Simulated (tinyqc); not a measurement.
Inside a calculation. Method: sp3 tight binding, zinc-blende lattice. Computed by tinyqc, a small Python program that keeps every step. Command: `OMP_NUM_THREADS=1 python tinyqc.py 29863 29864 out.jsonl` (the two numbers bound the seeds that draw the settings). One thread of a shared host (Intel(R) Xeon(R) Processor @ 2.60GHz), about 0.01 s of CPU time with the checks.

## Bloch Hamiltonian at k

Parameters chosen for this model: zinc-blende lattice, anion at 0, cation at a/4 (1,1,1); V = eta hbar^2 / (m d^2), hbar^2/m = 7.619964 eV angstrom^2:

| parameter | value | unit |
|---|---|---|
| a | 4.110000 | angstrom |
| d | 1.779682 | angstrom |
| Es anion | -13.290000 | eV |
| Ep anion | -7.830000 | eV |
| Es cation | -13.290000 | eV |
| Ep cation | -7.830000 | eV |
| eta ss | -1.400000 |  |
| eta sp | 1.840000 |  |
| eta pp sigma | 3.240000 |  |
| eta pp pi | -0.810000 |  |
| V ss | -3.368186 | eV |
| V sp | 4.426758 | eV |
| V pp sigma | 7.794944 | eV |
| V pp pi | -1.948736 | eV |

k point k (2 pi / a): 0.40000  -0.71000  -0.48000

Slater-Koster rules over the four bonds with direction cosines (l, m, n): ss V_ss; s-px l V_sp; px-s -l V_sp; px-px l^2 V_pps + (1 - l^2) V_ppp; px-py l m (V_pps - V_ppp); each times exp(i k.d).

H(k) at k (eV), lower triangle (Hermitian):
```
                    a s              a px               a py               a pz
a s           -13.29000
a px            0.00000          -7.83000
a py            0.00000           0.00000           -7.83000
a pz            0.00000           0.00000            0.00000           -7.83000
c s   -3.49555-4.86819i  5.08435+1.92710i  -1.80967-5.41429i  -3.93371-2.49080i
c px  -5.08435-1.92710i  1.34828+1.87773i   4.99895+3.16530i   2.29973+6.88047i
c py   1.80967+5.41429i  4.99895+3.16530i   1.34828+1.87773i  -6.46119-2.44896i
c pz   3.93371+2.49080i  2.29973+6.88047i  -6.46119-2.44896i   1.34828+1.87773i

            c s      c px      c py      c pz
c s   -13.29000
c px    0.00000  -7.83000
c py    0.00000   0.00000  -7.83000
c pz    0.00000   0.00000   0.00000  -7.83000
```

## Levels at k

Diagonalise the Hermitian matrix.

eigenvalues (eV): -23.24509  -22.36068  -17.83895  -17.44006  -1.46050  1.28849  1.84491  5.65189

weights |c|^2 of the basis functions:
```
       band 1   band 2   band 3   band 4   band 5   band 6   band 7   band 8
a s   0.31272  0.22336  0.03999  0.00332  0.34892  0.03220  0.00264  0.03685
a px  0.09111  0.05947  0.06847  0.25459  0.04253  0.23114  0.10100  0.15168
a py  0.02284  0.13561  0.30170  0.00091  0.09100  0.23490  0.06383  0.14922
a pz  0.07333  0.08157  0.08984  0.24118  0.01755  0.00176  0.33253  0.16226
c s   0.31272  0.22336  0.03999  0.00332  0.34892  0.03220  0.00264  0.03685
c px  0.09111  0.05947  0.06847  0.25459  0.04253  0.23114  0.10100  0.15168
c py  0.02284  0.13561  0.30170  0.00091  0.09100  0.23490  0.06383  0.14922
c pz  0.07333  0.08157  0.08984  0.24118  0.01755  0.00176  0.33253  0.16226
```

## Bloch Hamiltonian at X

k point X (2 pi / a): 1  0  0

As before.

H(k) at X (eV), lower triangle (Hermitian):
```
                    a s               a px               a py               a pz
a s           -13.29000
a px            0.00000           -7.83000
a py            0.00000            0.00000           -7.83000
a pz            0.00000            0.00000            0.00000           -7.83000
c s             0.00000  0.00000+10.22316i            0.00000            0.00000
c px  0.00000-10.22316i            0.00000            0.00000            0.00000
c py            0.00000            0.00000            0.00000  0.00000-12.99157i
c pz            0.00000            0.00000  0.00000-12.99157i            0.00000

            c s      c px      c py      c pz
c s   -13.29000
c px    0.00000  -7.83000
c py    0.00000   0.00000  -7.83000
c pz    0.00000   0.00000   0.00000  -7.83000
```

## Levels at X

As before.

eigenvalues (eV): -21.14139  -21.14139  -20.82157  -20.82157  0.02139  0.02139  5.16157  5.16157

## Bands along a path

The same steps at evenly spaced points between the labelled ones.

Bands along the path (eV):

| k | band 1 | band 2 | band 3 | band 4 | band 5 | band 6 | band 7 | band 8 |
|---|---|---|---|---|---|---|---|---|
| L | -23.08278 | -22.99174 | -16.92410 | -16.92410 | -1.78515 | 1.26410 | 1.26410 | 5.61967 |
| L-G 0.33 | -25.00099 | -20.00511 | -16.12327 | -16.12327 | -1.47163 | 0.46327 | 0.46327 | 4.23773 |
| L-G 0.67 | -26.28461 | -15.81861 | -14.22761 | -14.22761 | -1.43239 | -1.43239 | -1.21105 | 1.07427 |
| G | -26.76274 | -13.02663 | -13.02663 | -13.02663 | -2.63337 | -2.63337 | -2.63337 | 0.18274 |
| G-X 0.33 | -26.10495 | -15.73247 | -15.73247 | -14.37866 | -2.18237 | 0.07247 | 0.07247 | 0.42598 |
| G-X 0.67 | -24.16616 | -19.37716 | -19.37716 | -17.55398 | -1.09189 | 0.57203 | 3.71716 | 3.71716 |
| X | -21.14139 | -21.14139 | -20.82157 | -20.82157 | 0.02139 | 0.02139 | 5.16157 | 5.16157 |
| X-W 0.33 | -21.14139 | -21.14139 | -20.82157 | -20.82157 | 0.02139 | 0.02139 | 5.16157 | 5.16157 |
| X-W 0.67 | -21.14139 | -21.14139 | -20.82157 | -20.82157 | 0.02139 | 0.02139 | 5.16157 | 5.16157 |
| W | -21.14139 | -21.14139 | -20.82157 | -20.82157 | 0.02139 | 0.02139 | 5.16157 | 5.16157 |

With 4 band(s) filled, the highest filled level on these points lies at G and the lowest empty one at G: a gap of 10.3933 eV, direct.
